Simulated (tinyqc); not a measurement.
# Changing the thickness W

Model: photoconductance decay in a wafer: bulk and surface recombination modes, and iron detection by pair splitting. Computed by tinyqc, a small Python program. Command: `OMP_NUM_THREADS=1 python tinyqc.py 3113935 3113936 out.jsonl pcd sweep`. One thread of a shared host (Intel(R) Xeon(R) Processor @ 2.30GHz), about 0.03 s of CPU time with the checks.

Both faces of the wafer have the same S; injection is low and all coefficients are constant. x runs from -W/2 to W/2.

Inputs (values chosen for the exercise, modelled on p-type silicon): diffusivity D = 21.7 cm^2/s; bulk lifetime tau_b without iron = 1200 microsecond; surface recombination velocity S = 5000 cm/s.

Method. Even modes cos(a x) obey b tan b = S W/(2 D) with b = a W/2, odd modes sin(a x) obey -b cot b = S W/(2 D); each decays at the rate 1/tau_b + D a^2. tau_eff is the decay time of the first mode. The surface time is 1/(D a^2) of that mode; shortcuts for it are W/(2 S), W^2/(pi^2 D) and their sum, whose error is sum/surface time - 1.

One run for each value:
```
thickness W (micrometre)  tau_eff (microsecond)  surface time (microsecond)  tau_eff/tau_b
20                                   2.1555e-01                  2.1558e-01     1.7962e-04
36                                   4.1088e-01                  4.1102e-01     3.4240e-04
63                                   7.8814e-01                  7.8866e-01     6.5678e-04
110                                  1.5921e+00                  1.5942e+00     1.3268e-03
200                                  3.6705e+00                  3.6817e+00     3.0587e-03
360                                  9.1435e+00                  9.2137e+00     7.6196e-03
630                                  2.3454e+01                  2.3922e+01     1.9545e-02
1100                                 6.2310e+01                  6.5723e+01     5.1925e-02
2000                                 1.7385e+02                  2.0331e+02     1.4488e-01
```

Over the rows, tau_eff (microsecond) rises from 0.216 to 174 (exponent d ln y / d ln x 1.1 between the first rows and 1.7 between the last); surface time (microsecond) rises from 0.216 to 203 (exponent d ln y / d ln x 1.1 between the first rows and 1.9 between the last); tau_eff/tau_b rises from 1.80e-4 to 0.145 (exponent d ln y / d ln x 1.1 between the first rows and 1.7 between the last). Plotting 1/tau_eff against 1/W separates bulk and surface while W/(2 S) is the larger part of the surface time.
